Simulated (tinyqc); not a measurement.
Six-band hole subbands of a thin body in a field, step by step. Values are carried at full precision from step to step, so a last printed digit may differ when a step is redone from the rounded ones.

Constants: hbar^2/2m0 = 3.80998211 eV angstrom^2.

Inputs chosen for the exercise (near those of a p-type Ge channel; not measured data):
- g1 = 13.44 (Luttinger gamma1)
- g2 = 4.24 (gamma2)
- g3 = 5.71 (gamma3)
- face = 110 (surface)
- Dso = 0.289 eV (spin-orbit splitting)
- b = -2.56 eV (tetragonal potential)
- d = -5.21 eV (trigonal potential)
- S = (9.7, -2.64, 15.13) 1/TPa (compliances s11, s12, s44)
- t = 75 angstrom (body thickness)
- F = 0 MV/cm (field across the body)
- sx = 0 GPa (stress along the channel [1-10], negative in compression)
- kmax = 0.1 1/angstrom (end of the path)

## Confinement masses without spin-orbit coupling

C(n n^T)/c has C_XX = (g1 + 4 g2) nx^2 + (g1 - 2 g2)(ny^2 + nz^2) and C_XY = 6 g3 nx ny, n the unit normal; its eigenvalues are the inverse masses along n.

C(n n^T)/c, rows X, Y, Z and columns alike:
```
[[17.6800, 17.1300, 0],
 [17.1300, 17.6800, 0],
 [0, 0, 4.9600]]
```

masses (m0): [1.8182, 0.2016, 0.0287]

The heaviest mass, 1.82, comes from a near cancellation among the gammas, so a few per cent in them move it strongly.

## The matrix for one sine at q = 0

Basis X, Y, Z times spin, hole energies counted downwards from the unstrained edge (the hydrostatic shift is left out), c = hbar^2/2m0. For a symmetric tensor T let C(T) have C_XX = L Txx + M (Tyy + Tzz), C_XY = N Txy (cyclic), L = c (g1 + 4 g2), M = c (g1 - 2 g2), N = 6 c g3. k = q + kz n, n the unit normal, q = k1 u + k2 v with u along the channel [1-10] and v = n x u. H = C(k k^T) + (Dso/3)(1 - L.sigma) - B + e F z with (L_k)_ij = -i epsilon_kij; B is the block C built from the traceless strain with 2b, -b and sqrt(3) d in place of L, M, N. Strain: exx = eyy = (s11 + s12) sx/2, ezz = s12 sx, exy = -s44 sx/4. Hard walls at z = 0 and t; basis sin(j pi z/t), j = 1 to Nz: kz^2 = (j pi/t)^2, kz = -i D with D_jl = 4 j l/(t (j^2 - l^2)), z_jj = t/2 and z_jl = -8 t j l/(pi (j^2 - l^2))^2 for j + l odd; 1 MV/cm = 0.01 eV/angstrom.

Nz = 1, in meV.

H (meV), rows X+, Y+, Z+, X-, Y-, Z- and columns alike:
```
[[214.52, 114.51+96.33i, 0, 0, 0, -96.33],
 [114.51-96.33i, 214.52, 0, 0, 0, 96.33i],
 [0, 0, 129.49, 96.33, -96.33i, 0],
 [0, 0, 96.33, 214.52, 114.51-96.33i, 0],
 [0, 0, 96.33i, 114.51+96.33i, 214.52, 0],
 [-96.33, -96.33i, 0, 0, 0, 129.49]]
```

## Its levels

Diagonalise; the levels come in pairs. Give each pair and its weights on X, Y, Z, summed over spin and averaged over the pair.

levels (meV): [16.81, 123.05, 418.68]

weights, rows X, Y, Z; columns pair 1, pair 2, pair 3:
```
[[0.304, 0.277, 0.419],
 [0.304, 0.277, 0.419],
 [0.391, 0.447, 0.162]]
```

## More sines

The four lowest pairs at q = 0.

Hole energies (meV):
```
Nz  pair 1  pair 2  pair 3  pair 4
1    16.81  123.05  418.68       -
2    16.81   55.53  123.05  260.71
4    16.81   55.53   96.27  123.05
8    16.81   55.53   96.27  123.05
16   16.81   55.53   96.27  123.05
```

One sine is exact for the top subband, since without a field nothing joins different j at q = 0. The second pair lies 38.7 meV deeper.

## Dispersion of the top subband

Nz = 14; the two lowest levels (spin-split where the field breaks inversion), in meV from their value at q = 0.

Energies (meV):
```
|q| (1/angstrom)     u a     u b     v a     v b
0.025              39.65   39.65   23.12   23.12
0.050              76.03   76.03   46.46   46.46
0.075             110.61  110.61   85.72   85.72
0.100             146.03  146.03  151.61  151.61
```

From the mean of each pair in the first row, c q^2/E gives 0.06 m0 along u and 0.10 m0 along v. Without a field each pair stays degenerate. These masses hold for the first row only: the band bends further out.

## Checks

- Top level at q = 0 on (001) without field and stress against c (g1 - 2 g2)(pi/t)^2, eV: both 0.03316.
- Hermiticity, and E(q) against E(-q): they agree to 1e-10 or better.

Run: tinyqc, `OMP_NUM_THREADS=1 python tinyqc.py 1251234 1251235 out.jsonl`; Intel(R) Xeon(R) Processor @ 2.30GHz, one thread, shared host; about 0.4 s of CPU time with all checks.
